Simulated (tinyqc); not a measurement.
Single-electron transistor, orthodox theory and master equation: two steps of the calculation.

A metal island with n extra electrons joins the left lead (voltage V) and the right lead (0 V) by tunnel junctions and couples to a gate. Cs = CL + CR + Cg. Adding electron n + 1 costs mu(n) = [q (n + 1/2) - CL V - Cg Vg]/Cs (in volts); the Fermi levels are -V (left) and 0 (right). A jump that gains the energy W has the rate G(W) = (W/q)/(R [1 - exp(-W/Vt)]), W in volts, Vt = kB T/q. Sequential tunnelling only; I > 0 flows from left to right.

Values chosen for this exercise:
```
symbol,value,unit,meaning
RL,2800,kohm,resistance of the left junction
RR,2800,kohm,resistance of the right junction
T,0.5,K,temperature
V,0.26,mV,bias of the left lead
n0,-1,,lowest charge state kept
n1,2,,highest charge state kept
```

Constants: q = 1.602176634e-19 C, kB = 1.380649e-23 J/K, Vt = kB T/q. Results are converted to the units shown.

Question 1. Tunnelling rates. Onto the island: from the left W = -V - mu(n), from the right W = -mu(n); off the island (n + 1 to n): to the left W = mu(n) + V, to the right W = mu(n).

mu(n), n to n + 1, n -1 to 1 (mV): [-0.56051563, -0.16491646, 0.23068270]

Find: on from left; on from right; off to left; off to right.

Answer 1.

```
"n to n + 1, n",on from left (1/ns),on from right (1/ns),off to left (1/ns),off to right (1/ns)
-1,0.6705,1.249,6.271e-4,2.799e-6
0,0.02621,0.3758,0.2382,0.008178
1,1.239e-5,0.002444,1.094,0.5167
```

Question 2. Probabilities and current. Steady state: p(n + 1)/p(n) = (sum of on rates)/(sum of off rates), normalised. I = q sum_n [p(n + 1) (off to left) - p(n) (on from left)].

```
"n to n + 1, n",on from left (1/ns),on from right (1/ns),off to left (1/ns),off to right (1/ns)
-1,0.67050963,1.2494540,6.2710570e-4,2.7987967e-6
0,0.026210342,0.37579537,0.23816204,0.0081783675
1,1.2390056e-5,0.0024435779,1.0937983,0.51666079
```

Find: p(n); I; mean n.

Answer 2.

p(n), n -1 to 2: [1.245e-4, 0.3795, 0.6194, 9.446e-4]
I = 0.02223 nA
mean n = 0.6211

Two plain resistors in series would pass 0.0464 nA; this is 47.9 % of that. 2 charge states hold more than 1 % each.

Range of the model: Cotunnelling, which dominates deep in the blockade, is left out.

Numbers from tinyqc (`OMP_NUM_THREADS=1 python tinyqc.py 2780047 2780048 out.jsonl`; about 0.01 s on one thread of a shared Intel Xeon 2.30GHz).
